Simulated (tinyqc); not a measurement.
Donor binding, ionisation and the Mott limit: Freeze-out.

Hydrogenic donor: Ry = (m0 q^3/(8 eps0^2 h^2)) me/eps_r^2 in eV, E0 = cc Ry, radius a = q/(8 pi eps0 eps_r E0), Mott density Nm = (0.26/a)^3. Below Nm the level sinks as Ed = E0 [1 - (N/Nm)^(1/3)]. Neutrality: Nc F12(eta) = N/(1 + 2 exp(eta + Ed/kB T)), F12(x) = (2/sqrt(pi)) int_0^infinity sqrt(u)/(1 + exp(u - x)) du.

Nc is given at 300 K and scales as T^1.5.

Values chosen for this exercise; band and dielectric values close to those of germanium: relative permittivity eps_r = 16.1; mass in the hydrogenic formula, set independently of Nc me = 0.121 m0; conduction-band density of states at 300 K Nc = 1.06e19 cm^-3; ratio of the true binding energy to the hydrogenic one cc = 1.6; donor density N = 2.3e15 cm^-3.

Constants: q = 1.602176634e-19 C, kB = 1.380649e-23 J/K, eps0 = 8.8541878128e-12 F/m, h = 6.62607015e-34 J s, m0 = 9.1093837015e-31 kg, Vt = kB T/q. Results are converted to the units shown.

Results:
```
T (K)     eta  n (cm^-3)  ionised (%)  ln(n/T^0.75)
30     -5.191   1.861e15        80.93         32.61
45     -5.642   2.182e15        94.85         32.46
60     -6.042   2.251e15        97.86         32.28
80     -6.462   2.278e15        99.03         32.08
150    -7.398   2.295e15        99.77         31.61
220    -7.971   2.298e15        99.90         31.33
300    -8.436   2.299e15        99.94         31.09
400    -8.868   2.299e15        99.96         30.88
```

Estimate the missing row, T = 110 K.

Computed row:
```
T (K)     eta  n (cm^-3)  ionised (%)  ln(n/T^0.75)
110    -6.935   2.290e15        99.55         31.84
```

With this row back in the table: The ionised share rises from 80.9 to 100 %. Between the first two rows ln(n/T^0.75) has the slope 1.13 meV against q/kB T; deep freeze-out without compensation gives -Ed/2 = -3.95 meV, a limit that these rows do not reach, since a large share is already ionised.

Range of the model: A sharp level with degeneracy 2 overstates freeze-out near Nm, where the impurity band broadens and merges with the conduction band.

tinyqc, about 0.01 s, one thread, Intel Xeon 2.30GHz (shared host): `OMP_NUM_THREADS=1 python tinyqc.py 2330065 2330066 out.jsonl`
